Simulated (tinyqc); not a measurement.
What each parameter does: six-band hole subbands of a thin body in a field.

Basis X, Y, Z times spin, hole energies counted downwards from the unstrained edge (the hydrostatic shift is left out), c = hbar^2/2m0. For a symmetric tensor T let C(T) have C_XX = L Txx + M (Tyy + Tzz), C_XY = N Txy (cyclic), L = c (g1 + 4 g2), M = c (g1 - 2 g2), N = 6 c g3. k = q + kz n, n the unit normal, q = k1 u + k2 v with u along the channel [1-10] and v = n x u. H = C(k k^T) + (Dso/3)(1 - L.sigma) - B + e F z with (L_k)_ij = -i epsilon_kij; B is the block C built from the traceless strain with 2b, -b and sqrt(3) d in place of L, M, N. Strain: exx = eyy = (s11 + s12) sx/2, ezz = s12 sx, exy = -s44 sx/4. Hard walls at z = 0 and t; basis sin(j pi z/t), j = 1 to Nz: kz^2 = (j pi/t)^2, kz = -i D with D_jl = 4 j l/(t (j^2 - l^2)), z_jj = t/2 and z_jl = -8 t j l/(pi (j^2 - l^2))^2 for j + l odd; 1 MV/cm = 0.01 eV/angstrom.

Nz = 14. E1 is the top subband at q = 0, gap the distance to the next pair, and the masses are c q^2/(E(q) - E1) at |q| = 0.02 1/angstrom (mean of the spin pair) along the channel [1-10] and across it in the plane; a dash marks a band that does not rise.

Constants: hbar^2/2m0 = 3.80998211 eV angstrom^2.

Inputs chosen for the exercise (near those of a p-type Si channel; not measured data):
- g1 = 4.28 (Luttinger gamma1)
- g2 = 0.34 (gamma2)
- g3 = 1.45 (gamma3)
- Dso = 0.044 eV (spin-orbit splitting)
- b = -2.07 eV (tetragonal potential)
- d = -4.76 eV (trigonal potential)
- S = (7.61, -2.15, 12.39) 1/TPa (compliances s11, s12, s44)
- face = 110 (surface)
- t = 35 angstrom (body thickness)
- F = 0.5 MV/cm (field across the body)
- sx = -2 GPa (stress along the channel [1-10], negative in compression)

Six bands.

Results for these values:

| case | E1 (meV) | gap (meV) | m channel (m0) | m across (m0) |
|---|---|---|---|---|
| base | 11.4 | 52.1 | 0.114 | 0.278 |

What happens to each result for sx = -2.5 GPa, all else kept?

Answer: E1 falls from 11.4 to -6.4; gap does not change at the printed digits; m channel does not change at the printed digits; m across does not change at the printed digits.

The same for each parameter in turn:

| case | E1 (meV) | gap (meV) | m channel (m0) | m across (m0) |
|---|---|---|---|---|
| base | 11.4 | 52.1 | 0.114 | 0.278 |
| t = 45 angstrom | 11.3 | 51.7 | 0.114 | 0.278 |
| F = 0.8 MV/cm | 36.9 | 70.7 | 0.114 | 0.278 |
| sx = -2.5 GPa | -6.4 | 52.1 | 0.114 | 0.278 |
| g3 = 1.35 | 30.7 | 72.5 | 0.117 | 0.278 |
| g2 = 0.39 | 15.3 | 55.5 | 0.114 | 0.286 |
| Dso = 0.066 eV | 17.4 | 52.3 | 0.114 | 0.278 |
| d = -3.81 eV | 21.5 | 52.1 | 0.114 | 0.278 |

Computed by tinyqc, a small Python program: `OMP_NUM_THREADS=1 python tinyqc.py 1280822 1280823 out.jsonl` (the numbers bound the seed that draws the inputs); one thread of a shared host (Intel(R) Xeon(R) Processor @ 2.30GHz), about 0.3 s for the whole set of steps.
